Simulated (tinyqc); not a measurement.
## Drift layer from breakdown voltage and on-resistance

Inverse problem. An ideal drift layer with a triangular field at breakdown has BV = Ec W/2, N = eps0 eps_r Ec/(q W) and Ron = W/(q mu N). Find Ec, W and N.

Inputs (values chosen for the exercise): relative permittivity eps_r = 9.68; electron mobility of the drift layer mu = 957 cm^2/(V s).

Constants: q = 1.602176634e-19 C, eps0 = 8.8541878128e-14 F/cm where lengths are in cm. Results are converted to the units shown.

BV = 1645.1416 V
Ron = 0.58376241 mohm cm^2

Answer. Eliminating W and N gives Ron = 4 BV^2/(eps0 eps_r mu Ec^3), which yields Ec.

Ec = 2.83e3 kV/cm
W = 11.6 um
N = 1.30e16 cm^-3

Program tinyqc, `OMP_NUM_THREADS=1 python tinyqc.py 2120128 2120129 out.jsonl`; Intel Xeon 2.30GHz, shared host, one thread, about 0.07 s.
